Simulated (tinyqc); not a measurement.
# Space-charge-limited current through a thin insulating or semi-insulating film with traps, step by step

A worked calculation. Computed by tinyqc, a small Python program that keeps every step. Command: `OMP_NUM_THREADS=1 python tinyqc.py 3005977 3005978 out.jsonl sclc walk`. One thread of a shared host (Intel(R) Xeon(R) Processor @ 2.30GHz), about 0.01 s of CPU time with the checks. Intermediate numbers are printed to about 6 digits and carried at full precision; extremes and crossings named in words are read from the listed rows.

One ohmic injecting contact at x = 0 (field zero), drift only, non-degenerate free carriers.

Inputs (values chosen for the exercise, modelled on an amorphous oxide semiconductor): permittivity eps = 10; band mobility mu = 12 cm^2/(V s); effective density of states N_c = 5.2e+18 1/cm^3; trap density N_t = 6.9e+16 1/cm^3; equilibrium Fermi level below the band edge, E_0 = 0.86 eV; thickness d = 530 nm; free density at the anode, in units of N_c = 9.2e-07; temperature T = 400 K; trap level E_t below the band edge = 0.33 eV.

Traps: single level.

Constants: k_B = 8.617333262e-05 eV/K; e = 1.602176634e-19 C; eps_0 = 8.8541878128e-12 F/m.

## Equilibrium and landmark voltages

Free density n_0 = N_c exp(-E_0/k_B T) in equilibrium; trapped density n_t(n) = N_t/(1 + n_1/n), n_1 = N_c exp(-E_t/k_B T). theta = n/(n + n_t) at the anode density; trap-filled-limit voltage V_TFL = e (N_t - n_t(n_0)) d^2/(2 eps eps_0).

n_0 = 7.59417e+07 1/cm^3

n_t(n_0) = 1.44925e+10 1/cm^3

theta = 0.00528136

V_TFL = 17.5361 V

## One point of the curve

J = e mu n F and (eps eps_0/e) dF/dx = n - n_0 + n_t(n) - n_t(n_0) = rho(n). With F = J/(e mu n): d = (eps eps_0 J/(e^2 mu)) I_1 and V = (eps eps_0 J^2/(e^3 mu^2)) I_2, I_k = int_(n_L)^infinity dn/(n^(k+1) rho(n)), n_L the density at the anode; with u = n_L/n, 200 Gauss-Legendre points in t, u = 1 - (1 - t)^2. Anode field J/(e mu n_L); Mott-Gurney current (9/8) eps eps_0 mu V^2/d^3; ohmic current e n_0 mu V/d.

I_1 = 1.16879e-28 cm^6

I_2 = 1.61833e-41 cm^9

current density J = 0.157758 A/cm^2

voltage V = 0.602153 V

anode field over mean field V/d = 1.50966

trap-free Mott-Gurney current = 29.1117 A/cm^2

ohmic current = 1.65883e-06 A/cm^2

J is 0.00542 times the trap-free law and 95100 times the ohmic current; theta is 0.00528. The field ratio is 1 for ohmic flow, 3/2 for the square law and 2 for a uniform fixed charge; here 1.51.

## The whole curve

The last column is d ln J/d ln V up to the next row.

Current against voltage:
```
n_L (1/cm^3)        V (V)   J (A/cm^2)    slope
8.00e+07      2.83618e-06  1.00392e-11  1.68575
6.20e+08      7.47616e-05  2.49492e-09  1.97348
4.90e+09      6.31270e-04  1.68095e-07  1.99683
3.80e+10      4.93342e-03  1.01997e-05  2.00062
3.00e+11      3.89176e-02  6.35542e-04  2.00803
2.30e+12      2.94365e-01  3.69554e-02  2.06169
1.80e+13      2.08207e+00  2.08594e+00  2.43489
1.40e+14      9.25003e+00  7.87511e+01  4.39664
1.10e+15      1.74611e+01  1.28652e+03  5.67582
8.50e+15      2.67786e+01  1.45714e+04  3.02622
6.70e+16      7.04666e+01  2.72338e+05  2.18892
5.20e+17      3.79295e+02  1.08442e+07        -
```

The slope starts at 1.69, peaks at 5.7 between 17.5 and 26.8 V and ends at 2.19. Rows below 0.34 V (10 k_B T/e) are formal, since diffusion from the contact rules there. Self-heating is left out, although J V exceeds 1e5 W/cm^2 at the last row. The last rows ignore velocity saturation (mu V/d above 1e7 cm/s). Rows above 159 V are formal, since the mean field exceeds 3 MV/cm and breakdown sets in. The steep part is the filling of the level near V_TFL = 17.5 V, from which N_t can be read; below it a slope near 2, where the rows show one, belongs to the square law scaled by theta.

Checks made by the program: trap-free limit against the Mott-Gurney law (relative difference 5e-08).
